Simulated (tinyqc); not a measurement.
# Resistive crossbar, vector-matrix product with wire resistance: effect of the wire resistance

2 rows and 2 columns. Cell (i, j) joins row node wij to column node bij. Each row is driven at its left end through one wire segment rw; neighbouring nodes along a row or a column are joined by rw; each column ends below the last row in one more rw and a virtual ground, where its current is read. Ideal output: I_j = sum_i V_i G_ij.

The nodal equations (Kirchhoff current law at every node) are solved for each rw; errors are I_j/ideal - 1.

Values chosen for this exercise:
```
symbol,value,unit,meaning
V,"[0.34, 0.15]",V,input voltages of the rows
```

cell conductances G (uS):

|  | column 1 | column 2 |
|---|---|---|
| row 1 | 38 | 24 |
| row 2 | 22 | 8.4 |

Result of one run:

| error, column 1 (%) | error, column 2 (%) |
|---|---|
| -0.02916 | -0.02657 |

Which wire resistance between neighbouring cells rw gave this result: 1, 2, 10, 20 or 50 ohm?

rw = 2 ohm.

The whole series:

| rw (ohm) | error, column 1 (%) | error, column 2 (%) |
|---|---|---|
| 1 | -0.01458 | -0.01329 |
| 2 | -0.02916 | -0.02657 |
| 5 | -0.07287 | -0.06639 |
| 10 | -0.1456 | -0.1327 |
| 20 | -0.2908 | -0.2650 |
| 50 | -0.7240 | -0.6598 |
| 100 | -1.438 | -1.311 |
| 200 | -2.835 | -2.586 |
| 500 | -6.800 | -6.214 |

The error of the last column goes from -0.0133 % at rw = 1 ohm to -6.21 % at 500 ohm, as rw^(1.00) at the start and rw^(0.96) at the end. At 500 ohm the worst column is number 1.

Numbers from tinyqc (`OMP_NUM_THREADS=1 python tinyqc.py 2880020 2880021 out.jsonl`; about 0.01 s on one thread of a shared Intel Xeon 2.30GHz).
